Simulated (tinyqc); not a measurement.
## Slope factor and drain-induced lowering from three currents

Inverse problem. With source and body at 0 V, I = A exp((Vg + dd Vd)/(nf Vt)) (1 - exp(-Vd/Vt)). Find nf, the swing nf Vt ln 10 and dd.

Inputs (values chosen for the exercise):
```
symbol  value  unit      meaning
T         300     K  temperature
```

Constants: q = 1.602176634e-19 C, kB = 1.380649e-23 J/K, Vt = kB T/q. Results are converted to the units shown.

currents at (Vg, Vd) = (0, 0.05), (0, 0.9) and (0.07, 0.9) V (nA/um): 3.8684205e-4  0.0021915535  0.019121003

Answer. The pair at equal Vd gives nf; the pair at equal Vg, after dividing out the factors 1 - exp(-Vd/Vt), gives dd.

nf = 1.25
swing = 74.4 mV/decade
dd = 0.0600

tinyqc, about 0.06 s, one thread, Intel Xeon 2.30GHz (shared host): `OMP_NUM_THREADS=1 python tinyqc.py 2242159 2242160 out.jsonl`
